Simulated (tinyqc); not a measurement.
From results back to parameters: thin (001) film in sp3s* tight binding with raised dangling bonds. Two cases, with inputs chosen for the exercise.

Problem. The gap of a passivated film (lowest level above mid-gap less highest below, mid-gap being half the lower bulk edge) belongs to a hidden number of planes between 6 and 45.

Planes alternate anion (a), cation (c) along [001], a/4 apart, starting with an anion; zero in-plane momentum; levels counted from the bulk Ev, the lower root of [[Epa, Vxx], [Vxx, Epc]]; no spin-orbit coupling. Block of s, pz, s*: from an anion to the cation above, Vss/2 (s,s), Vsapc/2 (s,z), -Vscpa/2 (z,s), Vxx/2 (z,z), Vxapc/2 (s*,z), -Vpaxc/2 (z,s*); to the cation below the same with the s-z and s*-z signs reversed. Block of u = (px + py)/sqrt2 and v = (px - py)/sqrt2: to the cation above (Vxx + Vxy)/2 for u and (Vxx - Vxy)/2 for v, to the cation below the reverse. Each surface atom has two dangling sp3 hybrids; raising both by dl adds (dl/2) [[1, t], [t, 1]] to its s, pz levels (t = -1 at the bottom face, +1 at the top) and dl to the one of u, v in whose plane the missing bonds lie (v for a bottom anion or a top cation, u for a top anion).

Find: N; thickness N a/4.

Case 1.

Values chosen (out of a larger set: near a published set for GaP, fitted to gaps, whose masses and valley positions are rough; not measured data):
- p = (-8.083, 1.123, -2.202, 4.13, 8.475, 7.222, -7.519, 2.14, 5.118, 4.288, 6.359, 4.675, 5.075) eV (order Esa, Epa, Esc, Epc, Exa, Exc, Vss, Vxx, Vxy, Vsapc, Vscpa, Vxapc, Vpaxc)
- dp = 30 eV (value of dl for the passivated films)
- a = 5.448 angstrom (lattice constant)

edges (eV): Gamma 2.9199, Delta 2.3241

gap of the film = 2.5863 eV

Solution.

N = 12
thickness N a/4 = 16.34 angstrom

Computing the films in turn gives 2.6510, 2.5863 and 2.5672 eV for N = 11, 12 and 13; no other N in the range comes within 1 meV.

Case 2.

Values chosen (out of a larger set: near a published set for Si, fitted to gaps, whose masses and valley positions are rough; not measured data):
- p = (-4.202, 1.714, -4.202, 1.714, 6.685, 6.685, -8.345, 1.727, 4.549, 5.721, 5.721, 5.391, 5.391) eV (order Esa, Epa, Esc, Epc, Exa, Exc, Vss, Vxx, Vxy, Vsapc, Vscpa, Vxapc, Vpaxc)
- dp = 30 eV (value of dl for the passivated films)
- a = 5.436 angstrom (lattice constant)

edges (eV): Gamma 3.4540, Delta 1.1665

gap of the film = 1.2384 eV

Solution.

N = 30
thickness N a/4 = 40.77 angstrom

Computing the films in turn gives 1.2476, 1.2384 and 1.2374 eV for N = 29, 30 and 31; no other N in the range comes within 1 meV.

Computed by tinyqc, one run a case: `OMP_NUM_THREADS=1 python tinyqc.py N N+1 out.jsonl` with N = 1450832, 1450874; one thread of a shared Intel(R) Xeon(R) Processor @ 2.30GHz, about 0.4 s a run at most.
